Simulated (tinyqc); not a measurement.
Heavy doping: gap narrowing, degeneracy and the minority density, step by step. Values are carried at full precision from step to step, so a last printed digit may differ when a step is redone from the rounded ones.

Empirical narrowing (Slotboom form, constants chosen for the exercise; published fits of this form give the apparent narrowing, here it is taken as the true one): dEg = E0 [ln(N/N0) + sqrt(ln(N/N0)^2 + C)].

Constants: kB = 8.617333262e-05 eV/K; e^2/(4 pi eps0) = 14.39964547 eV angstrom.

Parameters, chosen for this exercise (gap and densities of states near those of Si at this temperature; narrowing constants near the fits for Si; shifted at random, so the results belong to these values and not to a real crystal):
- N = 2.2e+19 1/cm^3 (ionised donors, equal to the majority density)
- E0 = 6.37 meV (narrowing scale)
- N0 = 1.4e+17 1/cm^3 (onset density)
- C = 0.5 (smoothing constant)
- Nc = 2.84e+19 1/cm^3 (conduction-band density of states)
- Eg = 1.114 eV (gap)
- Nv = 1.23e+19 1/cm^3 (valence-band density of states)
- T = 300 K
- eps = 11.1 (dielectric constant)
- Mv = 6 (majority valleys)

## Gap narrowing

Evaluate at N.

ln(N/N0) = 5.0572
dEg (empirical fit) = 64.74 meV

Well above N0 each decade of doping adds 2 E0 ln 10 = 29.3 meV.

## Degeneracy of the majority band

F_j(eta) = (1/Gamma(j + 1)) integral_0^infinity x^j dx/(1 + exp(x - eta)), which tends to exp(eta) for eta << 0.

Majority: N = Nc F_1/2(eta), eta the distance of EF beyond the majority band edge in kT. Degeneracy factor gam = F_1/2(eta)/exp(eta). ni0^2 = Nc Nv exp(-Eg/kT); product n p = ni0^2 gam exp(dEg/kT), dEg the true narrowing; apparent narrowing dEa = dEg + kT ln gam; minority density = n p/N.

Solve for eta and form gam.

N/Nc = 0.7746
eta = 0.0156
gam = 0.7626

## Product and minority density

Combine both effects.

ni0 = 8.21e+09 1/cm^3
exp(dEg/kT) = 12.2
dEa = 57.7 meV
sqrt(n p) = 2.51e+10 1/cm^3
minority density = 28.6 1/cm^3

Narrowing multiplies the product by 12.2 and degeneracy by 0.763; together they change the minority density by a factor 9.33 against ni0^2/N.

## Two estimates of the size

Two physical estimates, e2 = e^2/(4 pi eps0), N in 1/angstrom^3: exchange shift at the Fermi level, Ex = (e2/eps) kF/pi with kF = (3 pi^2 N/Mv)^(1/3); screened-pair energy (Lanyon-Tuft), Es = (3/4)(e2/eps) qs with qs^2 = (4 pi e2 N/(eps kT)) F_-1/2(eta)/F_1/2(eta).

Evaluate both at N.

kF = 0.04771 1/angstrom
Ex = 19.70 meV
Es = 101.76 meV

Against the fitted dEg = 64.7 meV, Ex is 0.30 and Es 1.57 times as large; each keeps one mechanism only, and Ex assumes a strongly degenerate gas, while here eta is only 0.02.

## Checks

- Minority density against the Boltzmann occupation of the other band at the narrowed gap (1/cm^3): both 28.60.

Computed by tinyqc, a small Python program: `OMP_NUM_THREADS=1 python tinyqc.py 1650956 1650957 out.jsonl` (the numbers bound the seed that draws the inputs); one thread of a shared host (Intel(R) Xeon(R) Processor @ 2.30GHz), about 0.01 s for the whole set of steps.
